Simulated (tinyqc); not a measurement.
Worked calculation: UKS/exchange-only LDA in the sto-3g basis, for H4, spin multiplicity 3. This run ends on a higher stationary point, not on the lowest solution. Computed by tinyqc, a small Python program that keeps every step (integrals from PySCF). Settings: charge = 0, multiplicity = 3, basis = sto-3g, energy threshold = 1e-10, iteration cap = 55, orthogonalisation = canonical, start = core, DIIS depth = 4, method = UKS, functional = Slater exchange alone, grid = [20, 26]. Command: `OMP_NUM_THREADS=1 python tinyqc.py 20404 20405 out.jsonl` (the two numbers bound the seeds that draw the settings). One thread of a shared host (Intel(R) Xeon(R) Processor @ 2.60GHz), about 2 s of CPU time with the checks.

Geometry (angstrom):

| atom | x | y | z |
|---|---|---|---|
| H | 0.000000 | 0.000000 | 0.000000 |
| H | 0.000000 | 0.000000 | 1.672000 |
| H | 0.000000 | 0.000000 | 3.233000 |
| H | 0.000000 | 0.000000 | 4.905000 |

Stop when the energy changes by less than 1e-10 hartree and every element of the error matrix X^T (F D S - S D F) X (for each spin) is below 3e-06.

Course of the cycle:

| iteration | E (hartree) | change | largest element of the error matrix |
|---|---|---|---|
| 1 | -1.52027545 | - | 2.44e-01 |
| 2 | -1.55031523 | -3.00e-02 | 1.94e-01 |
| 3 | -1.69486988 | -1.45e-01 | 2.57e-02 |
| 4 | -1.69887493 | -4.01e-03 | 2.42e-03 |
| 5 | -1.69889565 | -2.07e-05 | 1.22e-03 |
| 6 | -1.69890067 | -5.02e-06 | 5.51e-04 |
| 7 | -1.69890181 | -1.14e-06 | 3.77e-06 |
| 8 | -1.69890181 | -1.02e-10 | 1.96e-08 |
| 9 | -1.69890181 | 3.11e-15 | 3.12e-08 |

Can the last value be used, and what does the course show?

No, though the log alone does not show it. Converged in 9 iterations. But the solution lies 0.00274 hartree above the reference: it is another stationary point, not the lowest one. Reruns (cap 100 unless said): DIIS 8: converged in 12 to a higher stationary point; damping 0.5: converged in 33 to a higher stationary point; level shift 0.5: converged in 33 to a higher stationary point; atomic densities as start, DIIS 8: converged in 14 to a higher stationary point. PySCF UKS in the same basis, fine grid, after a stability check = -1.70164129 hartree, which differs from a converged run on this coarse grid by the grid error.
